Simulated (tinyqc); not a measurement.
Changing the aspect ratio h/w: bottom-up copper filling of a trench by curvature-enhanced accelerator coverage. Computed by tinyqc, a small Python program. Command: `OMP_NUM_THREADS=1 python tinyqc.py 3030167 3030168 out.jsonl superfill sweep`. One thread of a shared host (Intel(R) Xeon(R) Processor @ 2.30GHz), about 0.2 s of CPU time with the checks.

A rectangular trench keeps vertical walls and a flat floor. An accelerator floats on the surface; where area is lost in the corners it is passed on to the floor.

Inputs (values chosen for the exercise, close to those used for damascene copper plating): trench width w = 55 nm; exchange current of the suppressed surface i_0 = 0.033 mA/cm^2; exchange current of the accelerated surface i_1 = 1.3 mA/cm^2; transfer coefficient alpha = 0.53; overpotential eta = 0.13 V; starting coverage theta_0 = 0.01; adsorption rate k_a = 0 1/s; cupric ion concentration C = 0.64 mol/l; diffusivity D = 5.6e-06 cm^2/s; boundary layer delta = 64 um; temperature T = 298 K.

Constants: e = 1.602176634e-19 C; N_A = 6.02214076e+23 1/mol; k_B = 8.617333262e-05 eV/K.

Method. Kinetic current i_k = [i_0 (1 - theta) + i_1 theta] exp(alpha eta/(k_B T)), limit i_L = 2 F D C/delta, i = 1/(1/i_k + 1/i_L); velocity v = i Omega/(2F), Omega = 7.11 cm^3/mol, F = e N_A. Depletion inside the trench is ignored. Half width x, floor height y, depth h = aspect ratio x w. dx/dt = -v_s, dy/dt = v_b. d theta_b/dt = k_a (1 - theta_b) + [theta_s v_b + theta_b v_s]/x: the floor takes the accelerator of the wall it covers and keeps its own as it narrows. d theta_s/dt = k_a (1 - theta_s). theta_b is capped at 1. Integrate (tolerance 1e-9) until the walls meet (x = 0.02 w/2) or the floor passes the original mouth y = h. Start: x = w/2, y = 0, theta_b = theta_s = theta_0. Height filled = y/h, opening left = x/(w/2).

One run for each value:
```
aspect ratio h/w  share of the height filled from the floor  opening left, as a share of w  time at the end (s)
0.50                                                  1.000                         0.3051                 78.1
0.75                                                  1.000                         0.1599                 94.4
1.00                                                  1.000                         0.0867                102.7
1.50                                                  1.000                         0.0268                109.4
2.00                                                  0.792                         0.0200                110.2
2.50                                                  0.633                         0.0200                110.2
3.00                                                  0.528                         0.0200                110.2
4.00                                                  0.396                         0.0200                110.2
6.00                                                  0.264                         0.0200                110.2
```

What does the table show, and why?

Over the rows, share of the height filled from the floor falls from 1.00 to 0.264, flat over part of the range; opening left, as a share of w falls from 0.305 to 0.0200, flat over part of the range; time at the end (s) rises from 78.1 to 110, flat over part of the range. The largest aspect ratio filled among these rows is 1.5. The floor must climb h while the walls close w/2, and its speed is bounded by v(1); a row with 0.02 left has pinched off with a seam.

Caution (all rows): real profiles develop slanted corners, and accelerator is consumed; both are left out.

Extremes, crossings and ranges named in words are read from the listed rows.
